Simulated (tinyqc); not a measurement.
## Trap density from two Hall measurements

Inverse problem. p-type body, charge-sheet picture, full ionisation (an idealisation for deep acceptors), Boltzmann statistics for free electrons. e = Ec - EF at the surface. psi = Eg - Vt ln(Nv/Na) - e; N_dep = sqrt(2 eps0 eps_r Na (psi - Vt)/q); n_f = sqrt(N_dep^2 + 2 eps0 eps_r Vt Nc exp(-e/Vt)/q) - N_dep; Vg = Vfb + psi + q (N_dep + n_t + n_f)/Cox, Cox = eps0 eox/tox. Find e and n_t at both points and the mean trap density between them.

Parameters, values chosen for the exercise; band and dielectric values close to those of 4H silicon carbide:

| symbol | value | unit | meaning |
|---|---|---|---|
| T | 300 | K | temperature |
| Eg | 3.24 | eV | band gap |
| eps_r | 9.51 |  | relative permittivity |
| Nc | 1.68e19 | cm^-3 | conduction-band density of states at T |
| Nv | 2.49e19 | cm^-3 | valence-band density of states at T |
| eox | 3.9 |  | relative permittivity of the insulator |
| tox | 27 | nm | insulator thickness |
| Na | 1.3e17 | cm^-3 | acceptor density |
| Vfb | -2.04 | V | flat-band voltage without trapped charge |

Constants: q = 1.602176634e-19 C, kB = 1.380649e-23 J/K, Vt = kB T/q, eps0 = 8.8541878128e-14 F/cm where lengths are in cm. Results are converted to the units shown.

Vg (V): 4.6723998  6.7129855
free sheet density from the Hall effect (cm^-2): 2.2623574e10  3.1317184e11

Answer. Each n_f fixes e; what the gate voltage holds beyond psi, N_dep and n_f is trapped; the difference quotient is the density, smeared over a few Vt.

e (eV): 0.101  0.0310
n_t (cm^-2): 9.21e11  2.18e12
mean trap density = 1.80e13 cm^-2 eV^-1

Numbers from tinyqc (`OMP_NUM_THREADS=1 python tinyqc.py 2222152 2222153 out.jsonl`; about 0.02 s on one thread of a shared Intel Xeon 2.30GHz).
